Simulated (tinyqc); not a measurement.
# Changing the distance d of the charges from the interface

Model: low-temperature mobility of a two-dimensional electron gas with static screening. Computed by tinyqc, a small Python program. Command: `OMP_NUM_THREADS=1 python tinyqc.py 3000202 3000203 out.jsonl twodeg sweep`. One thread of a shared host (Intel(R) Xeon(R) Processor @ 2.30GHz), about 0.05 s of CPU time with the checks.

One subband is filled, the gas is degenerate and scatters at the Fermi circle; one permittivity serves on both sides of the interface. All formulas are in SI units, masses times m_0. Piezoelectric and polar phonons are left out, and n_s is taken as set by a gate, independent of N_i.

Inputs (values chosen for the exercise, modelled on a strained silicon well):

| quantity | value | unit |
|---|---|---|
| in-plane mass m | 0.189 | m_0 |
| mass across the layer m_z | 0.928 | m_0 |
| permittivity eps | 11.5 | - |
| valley degeneracy g_v | 2 | - |
| sheet density n_s | 1.9e+12 | 1/cm^2 |
| depletion charge N_d | 8.5e+10 | 1/cm^2 |
| roughness height Delta | 0.69 | nm |
| correlation length Lambda | 2.4 | nm |
| remote charge density N_i | 1.4e+11 | 1/cm^2 |
| density rho | 2329 | kg/m^3 |
| sound velocity v_l | 9020 | m/s |
| deformation potential D_A | 8.9 | eV |
| temperature T | 77 | K |

Wave function: Fang-Howard. Roughness spectrum: exponential.

Constants: m_0 = 9.1093837015e-31 kg; e = 1.602176634e-19 C; eps_0 = 8.8541878128e-12 F/m; hbar = 1.054571817e-34 J s; k_B = 1.380649e-23 J/K.

Method:
- k_F = sqrt(2 pi n_s/g_v); E_F = hbar^2 k_F^2/(2 m); q_TF = g_v m e^2/(2 pi eps eps_0 hbar^2); Fang-Howard parameter b = [12 m_z e^2 (N_d + 11 n_s/32)/(eps eps_0 hbar^2)]^(1/3), mean depth 3/b; effective field F = e (N_d + n_s/2)/(eps eps_0).
- Form factors with u = q/b: screening G(q) = [1 + 9u/8 + 3u^2/8]/(1 + u)^3, remote charge P(q) = exp(-q d)/(1 + u)^3. Dielectric function eps(q) = 1 + q_TF G(q)/q, with q = 2 k_F sin(theta/2).
- Roughness: <|U|^2> = (e F)^2 S(q), S = pi Delta^2 Lambda^2/(1 + q^2 Lambda^2/2)^(3/2).
- 1/tau_t = (m/(pi hbar^3)) int_0^pi (1 - cos theta) <|U|^2>/eps(q)^2 dtheta; the quantum rate 1/tau_q drops the factor (1 - cos theta); 200 Gauss-Legendre points in s with theta = pi s^2, s from 0 to 1; mu = e tau_t/m.
- Remote charges: <|U|^2> = N_i [e^2 P(q)/(2 eps eps_0 q)]^2.
- Unscreened deformation potential in equipartition: 1/tau = m D_A^2 k_B T I/(rho v_l^2 hbar^3), I = int |psi|^4 dz = 3 b/16 for the Fang-Howard function (used for both wave-function options); mu = e tau/m. Bloch-Grueneisen temperature T_BG = 2 hbar v_l k_F/k_B.
- At the Fermi circle the rates add, so 1/mu is the sum; sheet resistance 1/(n_s e mu); mean free path hbar k_F mu/e; the quantum time adds the rates 1/tau_q, with the isotropic acoustic rate e/(m mu).

One run for each value:

| distance d of the charges from the interface (nm) | remote-charge mobility (cm^2/(V s)) | tau_t/tau_q, charges | mobility mu (cm^2/(V s)) | tau_q, charges (ps) |
|---|---|---|---|---|
| 0.50 | 3.027e+04 | 2.027e+00 | 7269 | 1.60 |
| 0.97 | 4.245e+04 | 2.394e+00 | 7807 | 1.91 |
| 1.90 | 8.003e+04 | 3.378e+00 | 8545 | 2.55 |
| 3.60 | 2.224e+05 | 6.307e+00 | 9172 | 3.79 |
| 7.10 | 1.053e+06 | 1.775e+01 | 9481 | 6.38 |
| 14.00 | 6.224e+06 | 5.863e+01 | 9552 | 11.41 |
| 27.00 | 3.820e+07 | 1.969e+02 | 9564 | 20.85 |
| 52.00 | 2.501e+08 | 6.894e+02 | 9566 | 38.99 |
| 100.00 | 1.698e+09 | 2.471e+03 | 9567 | 73.82 |

What does the table show, and why?

Over the rows, remote-charge mobility (cm^2/(V s)) rises from 30300 to 1.70e9 (exponent d ln y / d ln x 0.51 between the first rows and 2.9 between the last); tau_t/tau_q, charges rises from 2.03 to 2470 (exponent d ln y / d ln x 0.25 between the first rows and 2.0 between the last); mobility mu (cm^2/(V s)) rises from 7270 to 9570. At the high end the exponent of remote-charge mobility is 2.93, close to 3: the d^3 law of a wide spacer. tau_q grows only by a factor 46.0 while the remote-charge mobility grows by 56100: a spacer removes large-angle events first.

Caution (all rows): k_B T exceeds a quarter of E_F, so scattering at the Fermi circle alone and zero-temperature screening are rough.
